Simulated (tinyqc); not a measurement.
Changing the photon flux entering: surface photovoltage measurement of the minority-carrier diffusion length in a wafer. Computed by tinyqc, a small Python program. Command: `OMP_NUM_THREADS=1 python tinyqc.py 3130498 3130499 out.jsonl spv sweep`. One thread of a shared host (Intel(R) Xeon(R) Processor @ 2.30GHz), about 0.01 s of CPU time with the checks.

Low injection, steady light, a depletion layer much thinner than 1/alpha and L. The excess density dn is taken at the front edge of the neutral region; light that reaches the back is lost.

Inputs (values chosen for the exercise, modelled on p-type silicon at room temperature):

| quantity | value | unit |
|---|---|---|
| diffusion length L | 200 | micrometre |
| wafer thickness W | 625 | micrometre |
| diffusivity D | 28.5 | cm^2/s |
| front recombination velocity S_f | 25000 | cm/s |
| back recombination velocity S_b | 1800 | cm/s |
| minority density at the surface barrier scale n_0 | 2.8e+09 | 1/cm^3 |
| temperature T | 298 | K |
| wavelength | 875 | nm |

Constants: k_B = 8.617333262e-05 eV/K.

Method:
- alpha = (84.732/lambda - 76.417)^2 per cm with lambda in micrometre (an empirical fit for silicon between 0.7 and 1.05 micrometre).
- Thick wafer: dn = Phi L/((S_f + D/L)(L + 1/alpha)). Finite wafer, with s = S_b L/D, w = W/L, a = alpha L: dn = [Phi a/(a^2 - 1)] [a - B - exp(-alpha W)(a - s)/(cosh w + s sinh w)]/(S_f + B D/L), B = (sinh w + s cosh w)/(cosh w + s sinh w).
- Photovoltage V = (k_B T/e) ln(1 + dn/n_0). Lifetime = L^2/D.

One run for each value:

| photon flux entering (1/(cm^2 s)) | photovoltage V (mV) | dn, finite wafer (1/cm^3) |
|---|---|---|
| 1.00e+10 | 3.099e-03 | 3.379e+05 |
| 1.00e+11 | 3.097e-02 | 3.379e+06 |
| 1.00e+12 | 3.080e-01 | 3.379e+07 |
| 1.00e+13 | 2.926e+00 | 3.379e+08 |
| 1.00e+14 | 2.033e+01 | 3.379e+09 |
| 1.00e+15 | 6.600e+01 | 3.379e+10 |
| 1.00e+16 | 1.233e+02 | 3.379e+11 |

Describe and explain the trends.

Over the rows, photovoltage V (mV) rises from 0.00310 to 123 (exponent d ln y / d ln x 1.00 between the first rows and 0.27 between the last); dn, finite wafer (1/cm^3) rises from 338000 to 3.38e11 (exponent d ln y / d ln x about 1.0 throughout). At the low end the exponent of photovoltage V is 1.00, close to 1: the linear range.

Caution (rows 1.00e13, 1.00e14, 1.00e15, 1.00e16): dn is not small against n_0, so V is not linear in the flux; the constant-flux reading then needs dn, not V.

Extremes, crossings and ranges named in words are read from the listed rows.
